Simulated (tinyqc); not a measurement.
Anisotropic elasticity and sound waves of a cubic crystal: one step, computed by the program tinyqc.

Voigt order 1..6 = xx, yy, zz, yz, xz, xy, with engineering shear strains. The rotated frame has x' as named, z' along the wafer normal and y' = z' x x'.

Question. Moduli along the axes of the frame. Invert C' to S'. E along x' = 1/S'11, along y' = 1/S'22; Poisson ratios nu(x'y') = -S'12/S'11 and nu(x'z') = -S'13/S'11; in-plane shear modulus 1/S'66.

Frame: (001) wafer, x' along [210].

C' (GPa), lower triangle (symmetric):
```
          1         2         3        4        5        6
1  286.1944
2  140.4056  286.1944
3  157.5000  157.5000  269.1000
4    0.0000    0.0000    0.0000  82.5100
5    0.0000    0.0000    0.0000   0.0000  82.5100
6   12.8208  -12.8208    0.0000   0.0000   0.0000  65.4156
```

Give: E along x'; E along y'; nu(x'y'); nu(x'z'); in-plane shear modulus.

Answer.

E along x' = 178.1 GPa

E along y' = 178.1 GPa

nu(x'y') = 0.2649

nu(x'z') = 0.4302

in-plane shear modulus = 63.16 GPa

E is the same along x' and y'.
